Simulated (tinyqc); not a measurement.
# p-i-n junction, non-linear Poisson equation by Newton steps: two studies

One dimension, p side on the left, n side on the right; net doping C = -Na for x < 0, 0 for 0 < x < Li and +Nd beyond. The potential psi is counted from the intrinsic level, and the quasi-Fermi potentials are flat: 0 for holes and -V for electrons, so n = ni exp((psi + V)/Vt) and p = ni exp(-psi/Vt) (Boltzmann statistics, full ionisation, no current).

Parameters, values chosen for the exercise; band and dielectric values close to those of germanium:

| symbol | value | unit | meaning |
|---|---|---|---|
| T | 300 | K | temperature |
| Eg | 0.651 | eV | band gap |
| eps_r | 16.1 |  | relative permittivity |
| Nc | 1.04e19 | cm^-3 | conduction-band density of states at T |
| Nv | 6.01e18 | cm^-3 | valence-band density of states at T |
| Na | 2.4e17 | cm^-3 | acceptor density of the p side |
| Nd | 4.8e17 | cm^-3 | donor density of the n side |
| V | 0.18 | V | bias of the p side against the n side |
| Li | 83 | nm | width of the undoped layer, from x = 0 to Li |

Constants: q = 1.602176634e-19 C, kB = 1.380649e-23 J/K, Vt = kB T/q, eps0 = 8.8541878128e-14 F/cm where lengths are in cm. Results are converted to the units shown.

Each table varies one quantity; the others keep the values above.

## Capacitance and field against bias

The Poisson equation d/dx(eps0 eps_r dpsi/dx) = -q (p - n + C) is solved on a mesh of more than 1000 nodes that ends in neutral material (psi_p = -Vt ln(Na/ni), psi_n = Vt ln(Nd/ni) - V). C_j = q d/dV of the integral of p over x, from the linearised equation. ni = sqrt(Nc Nv) exp(-Eg/(2 Vt)), Eg in volts. Depletion approximation: Vbi = Vt ln(Na Nd/ni^2), W = sqrt(2 eps0 eps_r (Vbi - V)(1/Na + 1/Nd)/q), xp = W Nd/(Na + Nd), xn = W Na/(Na + Nd), peak field 2 (Vbi - V)/W, capacitance eps0 eps_r/W. The last column applies it to an abrupt Na-Nd junction.

Result of one run:
```
V (V),peak |E| (kV/cm),C_j (nF/cm^2),1/C_j^2 (cm^4/uF^2),eps0 eps_r/C_j (nm),abrupt depletion C (nF/cm^2)
-7.48,404.8,46.27,467.2,308.1,47.89
```

What becomes of these results when the bias of the p side against the n side V is changed from -7.48 to -2.45 V, all else the same?

Result of the changed run:
```
V (V),peak |E| (kV/cm),C_j (nF/cm^2),1/C_j^2 (cm^4/uF^2),eps0 eps_r/C_j (nm),abrupt depletion C (nF/cm^2)
-2.45,205.8,72.19,191.9,197.5,78.86
```

The whole series:
```
V (V),peak |E| (kV/cm),C_j (nF/cm^2),1/C_j^2 (cm^4/uF^2),eps0 eps_r/C_j (nm),abrupt depletion C (nF/cm^2)
0.07,45.65,143.1,48.84,99.63,209.0
-1.19,135.0,90.20,122.9,158.0,104.3
-2.45,205.8,72.19,191.9,197.5,78.86
-3.71,264.8,61.92,260.8,230.2,65.97
-4.96,315.9,55.11,329.3,258.7,57.91
-6.22,362.3,50.11,398.2,284.5,52.19
-7.48,404.8,46.27,467.2,308.1,47.89
-8.74,444.3,43.19,536.1,330.1,44.50
-10,481.3,40.65,605.1,350.7,41.74
```

With V going from 0.07 to -10 V, C_j falls from 143 to 40.7 nF/cm^2 and the peak field rises from 45.6 to 481 kV/cm. The slope of 1/C_j^2, read as N = 2/(q eps0 eps_r |slope|), gives 1.49e17 cm^-3 between the first two rows and 1.60e17 cm^-3 between the last two, against Na Nd/(Na + Nd) = 1.60e17 cm^-3; it is not a straight line, so no single doping describes it. At the end C_j goes as (Vbi - V)^(-0.47) with Vbi = 0.488 V, and it is 2.6 % below the abrupt depletion formula (at the first row 32 % below it). For V = -3.71, -4.96, -6.22, -7.48, -8.74, -10 the peak field is at a level where avalanche or tunnelling currents, left out here, set in for such a gap.

## Effect of the width of the undoped layer

Same model as above.

The abrupt values quoted are those of these depletion formulas.

Effect of the width of the undoped layer:
```
Li (nm),peak |E| (kV/cm),C_j (nF/cm^2),eps0 eps_r/C_j (nm)
10,80.4,264,54.0
15,73.8,259,55.0
21,67.0,252,56.6
29,59.7,240,59.4
42,51.1,219,65.0
59,44.1,195,73.2
83,38.8,167,85.3
```

As Li grows from 10 to 83 nm, the peak field falls from 80.4 to 38.8 kV/cm and C_j falls from 264 to 167 nF/cm^2. The abrupt depletion formulas give 105 kV/cm and W = 58.5 nm; the first row's field is 24 % below that and the last row's 63 % below it. The same voltage drops over a longer distance, so the field falls.

Numbers from tinyqc (`OMP_NUM_THREADS=1 python tinyqc.py 2000132 2000133 out.jsonl`; about 0.06 s on one thread of a shared Intel Xeon 2.30GHz).
